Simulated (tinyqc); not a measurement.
Trapped share and trap depth from dynamic on-resistance.

Problem. Traps remove the share ft of the electrons in the drain access (length Ld, sheet resistance Rsh before stress), so Ron grows by Rsh Ld ft/(1 - ft). The recovery time goes as T^(-2) exp(q Ea/(kB T)). Find ft and Ea.

Values chosen for this exercise:
- Ld = 1.5 um (drain access length)

Constants: q = 1.602176634e-19 C, kB = 1.380649e-23 J/K. Results are converted to the units shown.

Ron before and just after an off-state stress (ohm mm): [1.8405169, 2.2422269]
Rsh = 401.70998 ohm
recovery times at 320 and 410 K (s): [0.99, 0.055362789]

Answer. The rise of Ron over Rsh Ld is ft/(1 - ft); ln(t T^2) is linear in 1/T.

ft = 0.400
Ea = 0.300 eV

Computed by the program tinyqc: `OMP_NUM_THREADS=1 python tinyqc.py 2570074 2570075 out.jsonl`, one thread of a shared Intel Xeon 2.30GHz, about 0.04 s for the whole run.
